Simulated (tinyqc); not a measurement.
Biaxially strained (001) channel, valley splitting in an inversion layer: course of the iteration: critical thickness by substitution.

A thin layer grown on a relaxed buffer is stretched in the plane. The two valleys with their long axis along the growth direction (D2) sink against the four in-plane ones (D4); confinement in a triangular well splits them too. Only the lowest subband of each set is kept; one relaxation time, so the weakening of intervalley scattering is left out.

Critical thickness (Matthews-Blakeslee, 60-degree dislocations): h = bv (1 - nu/4)[ln(h/bv) + 1]/(4 pi e_par (1 + nu)), nu = c12/(c11 + c12). The right side gives h(new); e_par = b1 x.

Stop when h changes by less than 1e-7 nm, or after 60 iterations.

Values chosen for this exercise; values close to those of silicon on relaxed silicon-germanium:
```
symbol   value  unit                                meaning
x         0.36        germanium share of the relaxed buffer
b1      0.0418                  lattice mismatch per unit x
c11        168   GPa                       elastic constant
c12       63.4   GPa                       elastic constant
bv       0.384    nm                         Burgers vector
```

h at the start = 10 nm

Course of the iteration:
```
iteration,h (nm),|change| (nm)
1,6.32473,3.68
2,5.64452,0.680
3,5.47558,0.169
4,5.43046,0.0451
5,5.41818,0.0123
6,5.41482,3.36e-3
7,5.41389,9.22e-4
8,5.41364,2.53e-4
9,5.41357,6.93e-5
10,5.41355,1.90e-5
11,5.41355,5.22e-6
12,5.41355,1.43e-6
13,5.41355,3.92e-7
14,5.41355,1.08e-7
15,5.41355,2.95e-8
```

Did this iteration meet its convergence test, and what does its course show?

Yes. Converged in 15 iterations. At the end each change is about 0.27 times the one before: linear convergence.

tinyqc, about 0.01 s, one thread, Intel Xeon 2.30GHz (shared host): `OMP_NUM_THREADS=1 python tinyqc.py 2530015 2530016 out.jsonl`
